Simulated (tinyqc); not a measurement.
Binding against position: donor or exciton in a quantum well (variational effective-mass method). Computed by tinyqc, a small Python program. Command: `OMP_NUM_THREADS=1 python tinyqc.py 3001053 3001054 out.jsonl welldonor walk`. One thread of a shared host (Intel(R) Xeon(R) Processor @ 2.30GHz), about 0.04 s of CPU time with the checks.

H = -nabla^2 - 2/|r - r_i| + V(z) in effective units; trial function psi = f(z) exp(-|r - r_i|/lambda), f the ground state of the well. Mass and screening are the same in well and barrier; l = L/a* is the width in effective units. Bands are flat: no polarisation or applied field.

Inputs (values chosen for the exercise, modelled on CdTe): electron mass m = 0.0965 m_0; dielectric constant eps = 10; well width L = 7.6 nm.

Centre: donor. Barriers: infinite.

Constants: Ry = 13.605693123 eV; a_0 = 0.529177210903 angstrom.

Method:
- Ry* = Ry m/eps^2, a* = a_0 eps/m; l = L/a*.
- k = pi/l; f = cos(k z) inside and zero outside; subband energy k^2 Ry*.
- Binding E_b(lambda) = -1/lambda^2 + 4 A/(lambda B), with A = int f^2 exp(-2 s/lambda) dz, B = int f^2 exp(-2 s/lambda)(1 + 2 s/lambda) dz and s = |z - z_i|; 40 Gauss-Legendre points on each piece between the walls at z = -l/2 and l/2 and z_i.
- Each row maximises over lambda (golden section, 0.3 to 4).

l = 1.38593

Ry* = 13.1295 meV

Against position:
```
z_i/L  lambda (a*)  binding (Ry*)  binding (meV)
0.0         0.8734         2.0167         26.478
0.1         0.8923         1.9397         25.467
0.2         0.9588         1.7308         22.724
0.3         1.0928         1.4579         19.142
0.4         1.2871         1.2087         15.870
0.5         1.4901         1.0260         13.470
```

What follows from these numbers?

From the centre to the wall the binding falls from 26.478 to 13.470 meV, 51 % of the centre value, since the walls keep the electron away from an off-centre ion; uniform doping thus gives a band of levels 13.007 meV wide, with a peak in its density at the centre value, where the slope vanishes.

Extremes, crossings and ranges named in words are read from the listed rows.
